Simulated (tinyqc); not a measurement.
Valley splitting in a one-orbital chain of atomic planes (second-neighbour model), step by step. Values are carried at full precision from step to step, so a last printed digit may differ when a step is redone from the rounded ones.

Each (001) plane carries one orbital with energy e0, hopping v to the next plane and u to the second: E(phi) = e0 + 2 v cos(phi) + 2 u cos(2 phi), where phi = pi - k a/4 (the sign of every second orbital is chosen so that v > 0, which shifts the phase by pi). The minimum lies at cos(phi0) = -v/(4u), phi0 = pi - (pi/2) k0 for a valley at k0 (2 pi/a), and e0 puts it at zero. A slab of N planes has hard walls: the matrix simply ends.

Constants: hbar^2/2m0 = 3.80998211 eV angstrom^2.

Parameters, chosen for this exercise (near those of the Delta valleys of silicon; abrupt walls in this chain split the valleys several times more than measured wells; the results hold for these values, not for the real material): a = 5.421 angstrom (lattice constant; planes lie a/4 apart); k0 = 0.86 2 pi/a (position of the valley); ml = 0.945 m0 (longitudinal mass); N = 11 (planes in the small slab).

## Hoppings from the valley position and mass

The curvature at the minimum is d2E/dphi2 = 8 u sin^2(phi0) = (2c/ml)/(a/4)^2 with c = hbar^2/2m0; v = -4 u cos(phi0); e0 = 2u + v^2/(4u).

phi0 = 1.79071 rad
u = 0.57619 eV
v = 0.50277 eV
e0 = 1.26206 eV

## The bulk band

E at phi = j pi/10.

Band:
```
phi/pi,E (eV)
0.0,3.4200
0.1,3.1507
0.2,2.4317
0.3,1.4970
0.4,0.6405
0.5,0.1097
0.6,0.0190
0.7,0.3149
0.8,0.8047
0.9,1.2380
1.0,1.4089
```

## Hamiltonian of the slab

e0 on the diagonal, v and u on the first and second off-diagonals.

H (eV), lower triangle:
```
,1,2,3,4,5,6,7,8,9,10,11
1,1.2621
2,0.5028,1.2621
3,0.5762,0.5028,1.2621
4,0,0.5762,0.5028,1.2621
5,0,0,0.5762,0.5028,1.2621
6,0,0,0,0.5762,0.5028,1.2621
7,0,0,0,0,0.5762,0.5028,1.2621
8,0,0,0,0,0,0.5762,0.5028,1.2621
9,0,0,0,0,0,0,0.5762,0.5028,1.2621
10,0,0,0,0,0,0,0,0.5762,0.5028,1.2621
11,0,0,0,0,0,0,0,0,0.5762,0.5028,1.2621
```

## Levels and the valley doublet

Diagonalise H. The two lowest levels are the doublet made from the valleys at +k0 and -k0; give their splitting, the weights of the lowest state, and its parity under reversal of the planes.

levels (eV): 0.1083  0.1468  0.4067  0.5413  0.8387  1.0016  1.3083  1.4064  2.1037  2.7727  3.2482

splitting = 38.41 meV

weights on the planes: 0.048  0.036  0.075  0.183  0.015  0.285  0.015  0.183  0.075  0.036  0.048

parity of the lowest state: even

The mean of the doublet lies 0.1276 eV above the bulk minimum, and level 3 lies 0.2792 eV above that mean; the weights oscillate from plane to plane because the two valleys interfere.

## Checks

- Mean of the doublet for 400 planes against the effective-mass level with W = 402 a/4 (meV): both 0.1341.

(tinyqc, `OMP_NUM_THREADS=1 python tinyqc.py 1450390 1450391 out.jsonl`, Intel(R) Xeon(R) Processor @ 2.30GHz, 1 thread, shared host, about 0.01 s.)
